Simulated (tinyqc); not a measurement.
Zener tunnelling in a reverse-biased junction, two-band WKB: one step of the calculation.

Abrupt p-n junction, depletion approximation. Energies E are counted from the conduction-band edge of the neutral n side; its Fermi level lies at dn, that of the p side at dn - V, and the valence-band edge of the neutral p side at Em = dn + dp - V. Tunnelling needs 0 < E < Em. Two-band dispersion with equal masses m: inside the gap kappa = sqrt(m u (1 - u/Eg)/C), u the distance from a band edge, C = hbar^2/(2 m0).

Problem. Width, field and exponent. W = sqrt(2 eps0 eps_r (Vbi - V)(1/Na + 1/Nd)/q), mean field F = (Vbi - V)/W, peak field 2 F. In a uniform field F the exponent is S = pi sqrt(m/C) Eg^1.5/(4 F). Transverse energy Et = C kt^2/m raises it to S (1 + 4 Et/Eg), so T = exp(-S) exp(-Et/Eb) with Eb = Eg/(4 S). KJ = (2 q^2/h) m/(4 pi C) (times 1e14 for A/cm^2 per eV^2).

Parameters, values chosen for the exercise; band and dielectric values those of a made-up semiconductor: band gap Eg = 0.61 eV; relative permittivity eps_r = 10.5; band-edge mass of the two-band model m = 0.046 m0; acceptor density Na = 2.4e19 cm^-3; donor density Nd = 6.5e18 cm^-3; bias of the p side V = -2.1 V.

Constants: q = 1.602176634e-19 C, hbar = 1.054571817e-34 J s, m0 = 9.1093837015e-31 kg, eps0 = 8.8541878128e-14 F/cm where lengths are in cm, hbar^2/(2 m0) = 0.0380998212 eV nm^2. Results are converted to the units shown.

Vbi = 1.0390656 V

Give: W; mean field; S; exp(-S); Eb; tunnelling length Eg/F.

Solution.

W = 26.688 nm
mean field = 1.1762 MV/cm
S = 3.4956
exp(-S) = 0.030331
Eb = 43.627 meV
tunnelling length Eg/F = 5.1862 nm

Range of the model: Parabolic densities of states, no band tails and no gap narrowing, all of which matter at such doping.

Computed by the program tinyqc: `OMP_NUM_THREADS=1 python tinyqc.py 2620151 2620152 out.jsonl`, one thread of a shared Intel Xeon 2.30GHz, about 0.02 s for the whole run.
